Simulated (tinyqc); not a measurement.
Doping and flat-band voltage from two insulator thicknesses.

Inverse problem. A junctionless wire is fully depleted at VT = Vfb - q Nd R^2/(4 eps0 eps_r) - q Nd R^2 ln(1 + tox/R)/(2 eps0 eox). Find Nd and Vfb.

Parameters, values chosen for the exercise; material values close to those of germanium: relative permittivity of the semiconductor eps_r = 16; relative permittivity of the gate insulator eox = 9; wire radius R = 4 nm.

Constants: q = 1.602176634e-19 C, eps0 = 8.8541878128e-14 F/cm where lengths are in cm. Results are converted to the units shown.

VT at tox = 6.2 and 14 nm (V): [0.95181808, 0.86868256]

Solution. The difference of the thresholds is proportional to Nd and holds no Vfb.

Nd = 9.10e18 cm^-3
Vfb = 1.13 V

Computed by the program tinyqc: `OMP_NUM_THREADS=1 python tinyqc.py 2460072 2460073 out.jsonl`, one thread of a shared Intel Xeon 2.30GHz, about 0.01 s for the whole run.
